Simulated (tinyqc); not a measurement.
Electron mobility of a polar semiconductor by Rode's iterative solution of the Boltzmann equation: one step, computed by the program tinyqc.

The distribution is f(E) + e F l(E) (-df/dE) cos(theta) for a weak field F, theta counted from the force; l(E) is a mean free path. Elastic processes enter by their momentum rate, polar optical phonons by out- and in-scattering terms. One valley only: where upper valleys lie close, measured mobilities are lower. The density n is prescribed, even where a narrow-gap material would have more intrinsic carriers.

Problem. The first two iterations on one ladder of the grid. Iteration: l_new(E) = [v(E) + c+ l(E + hbar w) + c- l(E - hbar w)]/(nu + S_o), from l = 0.

Inputs (values chosen for the exercise, for a model polar semiconductor): temperature T = 100 K.

Band: Kane. Elastic processes: acoustic, piezoelectric, impurity.

Points j = s/2, s/2 + s, ... (the first seven rungs, or as many as the grid holds), rates in 1e12/s:
```
E (meV)   v (m/s)        nu           S_o           c+        c-
31.68    542070.4  5.718889  1.241188e-02  0.004902262  0.000000
89.28    832813.7  2.212782  2.122087e+00  0.004123969  0.835095
146.88   988501.6  1.333667  4.203399e+00  0.004504248  2.236410
```

Give: l after iteration 1; l after iteration 2 (all rungs but the last shown).

Solution.

l after iteration 1 (nm): [94.6, 192.1, 178.5]

l after iteration 2 (all rungs but the last shown) (nm): [94.7, 210.5]

In-scattering lengthens l on the lowest rung by 0.2 % and on the second by 9.6 % in this step. Caution: the gas is degenerate, and screening of the polar coupling, left out here, would raise the mobility.
